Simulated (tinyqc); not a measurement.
Switching kinetics of a ferroelectric film and the memory window of a ferroelectric gate stack: one step, computed by the program tinyqc. Command: `OMP_NUM_THREADS=1 python tinyqc.py 3013896 3013897 out.jsonl feswitch walk`. One thread of a shared host (Intel(R) Xeon(R) Processor @ 2.30GHz), about 0.01 s of CPU time with the checks.

Fields in MV/cm; 1 microcoulomb/cm^2 over eps_0 is 11.29409 MV/cm. In the stack (metal, ferroelectric, interlayer, channel) the channel is taken as a conductor.

Problem. Memory window. Saturated branches: P(E) = P_s tanh[(E -/+ E_c)/(2 delta)], delta = E_c/ln[(1 + P_r/P_s)/(1 - P_r/P_s)]; D = P + eps_0 eps_F E. At threshold the channel charge is negligible, so D = 0 on each branch: (1 - s) P(E) + eps_0 eps_F E = 0, with the screened share s. The rising branch has the root E0 between 0 and E_c; window = 2 E0 t_F; its upper bound is 2 E_c t_F.

Inputs (values chosen for the exercise, for a model film):
```
quantity,value,unit
saturation polarisation P_s,25,microcoulomb/cm^2
ratio P_r/P_s,0.85,-
coercive field E_c,1.5,MV/cm
permittivity of the ferroelectric eps_F,43,-
thickness t_F,16,nm
share s of P screened by trapped charge,0.51,-
```

delta = 0.5970611 MV/cm

Give: field E0; memory window; bound 2 E_c t_F; fixed-charge estimate 2 (1 - s) P_r t_F/(eps_0 eps_F).

Solution.

field E0 = 1.0821 MV/cm

memory window = 3.4628 V

bound 2 E_c t_F = 4.8 V

fixed-charge estimate 2 (1 - s) P_r t_F/(eps_0 eps_F) = 8.7516 V

Charge and coercive field both limit the window.
